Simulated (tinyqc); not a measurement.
Band gaps under pressure and temperature from deformation potentials, step by step. Values are carried at full precision from step to step, so a last printed digit may differ when a step is redone from the rounded ones.

Murnaghan: V/V0 = (1 + Bp P/B0)^(-1/Bp), B0 = (C11 + 2 C12)/3. Each gap moves by a ln(V/V0) with its volume potential a, and falls with temperature by aV T^2/(T + bV) (Varshni); the two effects are added. No change of phase is considered.

Inputs chosen for the exercise (near those of Ge, the X and L potentials typical of such crystals; not measured data):
- C11 = 126.8 GPa
- C12 = 48.2 GPa
- Bp = 4.04 (pressure derivative of the bulk modulus)
- P = 3.8 GPa (pressure)
- Eg = 0.888 eV (gap at Gamma to the s-like level at 0 K, 0 GPa)
- EgX = 0.947 eV (gap to X at 0 K, 0 GPa)
- EgL = 0.743 eV (gap to L at 0 K, 0 GPa)
- aG = -9.55 eV (volume potential of the Gamma gap)
- aX = 1.4 eV (volume potential of the X gap)
- aL = -2.81 eV (volume potential of the L gap)
- aV = (0.556, 0.463, 0.462) meV/K (Varshni alpha of Gamma, X, L)
- bV = (280, 227, 221) K (Varshni beta of Gamma, X, L)
- T = 300 K (temperature)
- aT = 6.1 1e-6/K (linear thermal expansion near 300 K)

## Volume under pressure

Give B0, V/V0, ln(V/V0), the change of the lattice constant and the linear estimate -P/B0.

B0 = 74.40 GPa
V/V0 = 0.95463
ln(V/V0) = -0.04643
change of a = -1.536 %
-P/B0 = -0.05108

The stiffening under pressure makes the compression 9.1 % smaller than the linear estimate.

## Gaps at P and T

Give both shifts and the gaps.

pressure shifts (eV): Gamma 0.4434, X -0.0650, L 0.1305

temperature shifts (eV): Gamma -0.0863, X -0.0791, L -0.0798

gaps (eV): Gamma 1.2452, X 0.8029, L 0.7937

The lowest valley is L (indirect gap), 9 meV below X; at 0 K and 0 GPa it is L.

## Pressure coefficients

Expand in P: E = E0 + c1 P + c2 P^2 with c1 = -a/B0 and c2 = a Bp/(2 B0^2).

c1 (meV/GPa): Gamma 128.36, X -18.82, L 37.77

c2 (meV/GPa^2): Gamma -3.485, X 0.511, L -1.025

Gamma and L rise under pressure and X falls, as the signs of the volume potentials say.

## Pressures at which the valleys cross

Two gaps meet at ln(V/V0) = -(E_i - E_j)/(a_i - a_j), with the gaps at T and P = 0; then P = (B0/Bp)(exp(-Bp ln(V/V0)) - 1). A dash marks expansion or a compression beyond ln(V/V0) = -0.3.

Crossings:
```
pair     E_i - E_j (eV)  ln(V/V0)  P (GPa)
Gamma-X         -0.0662   -0.0060     0.46
Gamma-L          0.1385    0.0206        -
L-X             -0.2047   -0.0486     4.00
```

The lowest valley changes at 4.00 GPa (L to X).

## How much of dE/dT is thermal expansion

At 300 K: dE/dT = -aV T (T + 2 bV)/(T + bV)^2; expansion alone gives 3 aT a; the rest is electron-phonon coupling.

dE/dT (meV/K): Gamma -0.4264, X -0.3771, L -0.3789

from expansion (meV/K): Gamma -0.1748, X 0.0256, L -0.0514

remainder (meV/K): Gamma -0.2517, X -0.4027, L -0.3274

Expansion supplies 41 % of the slope at Gamma and 14 % at L; at X it works against the fall.

## Checks

- Slope of the Gamma gap at P = 0 by finite differences against c1 (meV/GPa): both 128.36.

Computed by tinyqc, a small Python program: `OMP_NUM_THREADS=1 python tinyqc.py 1080801 1080802 out.jsonl` (the numbers bound the seed that draws the inputs); one thread of a shared host (Intel(R) Xeon(R) Processor @ 2.30GHz), about 0.01 s for the whole set of steps.
